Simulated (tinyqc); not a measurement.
From results back to parameters: two-band k.p model of the Delta valleys near the X point under shear strain. Five cases, with inputs chosen for the exercise.

Problem. Under a shear strain exy (|eta| < 1) the valley on the [001] axis has ml(eta) = ml/(1 - eta^2), 1/m[110] = 1/mt + eta/Mp and 1/m[1-10] = 1/mt - eta/Mp with Mp > 0, eta = D exy/Delta, Delta = 2 c k0^2/ml, k0 = kx0 2 pi/a, c = hbar^2/2m0.

Constants: hbar^2/2m0 = 3.80998211 eV angstrom^2.

Find: mt; eta; Mp; D.

Method. The mean of the two inverse transverse masses is 1/mt; eta^2 = 1 - ml/ml(eta), with the sign of 1/m[110] - 1/m[1-10] = 2 eta/Mp, which then gives Mp; D = eta Delta/exy.

Case 1.

Values chosen (near those of Si; not measured data):
- a = 5.438 angstrom (lattice constant)
- ml = 0.922 m0 (longitudinal mass)
- kx0 = 0.148 2 pi/a (distance of the minimum from X)
- exy = -0.0028 (shear strain)

m[110], m[1-10], ml(eta) (m0): 0.21808784  0.16832162  0.94728012

Solution.

mt = 0.190 m0
eta = -0.1634
Mp = 0.241 m0
D = 14.1 eV

Case 2.

Values chosen (near those of Si; not measured data):
- a = 5.419 angstrom (lattice constant)
- ml = 0.908 m0 (longitudinal mass)
- kx0 = 0.156 2 pi/a (distance of the minimum from X)
- exy = 0.0094 (shear strain)

m[110], m[1-10], ml(eta) (m0): 0.13928150  0.31417002  1.15934540

Solution.

mt = 0.193 m0
eta = 0.4656
Mp = 0.233 m0
D = 13.6 eV

Case 3.

Values chosen (near those of Si; not measured data):
- a = 5.416 angstrom (lattice constant)
- ml = 0.904 m0 (longitudinal mass)
- kx0 = 0.144 2 pi/a (distance of the minimum from X)
- exy = -0.001 (shear strain)

m[110], m[1-10], ml(eta) (m0): 0.21400606  0.19126950  0.90754388

Solution.

mt = 0.202 m0
eta = -0.0625
Mp = 0.225 m0
D = 14.7 eV

Case 4.

Values chosen (near those of Si; not measured data):
- a = 5.438 angstrom (lattice constant)
- ml = 0.936 m0 (longitudinal mass)
- kx0 = 0.151 2 pi/a (distance of the minimum from X)
- exy = 0.0025 (shear strain)

m[110], m[1-10], ml(eta) (m0): 0.17464088  0.22857280  0.95853994

Solution.

mt = 0.198 m0
eta = 0.1533
Mp = 0.227 m0
D = 15.2 eV

Case 5.

Values chosen (near those of Si; not measured data):
- a = 5.426 angstrom (lattice constant)
- ml = 0.911 m0 (longitudinal mass)
- kx0 = 0.151 2 pi/a (distance of the minimum from X)
- exy = 0.01 (shear strain)

m[110], m[1-10], ml(eta) (m0): 0.13407058  0.33807666  1.30889149

Solution.

mt = 0.192 m0
eta = 0.5514
Mp = 0.245 m0
D = 14.1 eV

Computed by tinyqc, one run a case: `OMP_NUM_THREADS=1 python tinyqc.py N N+1 out.jsonl` with N = 1080847, 1080914, 1080925, 1080981, 1080998; one thread of a shared Intel(R) Xeon(R) Processor @ 2.30GHz, about 0.01 s a run at most.
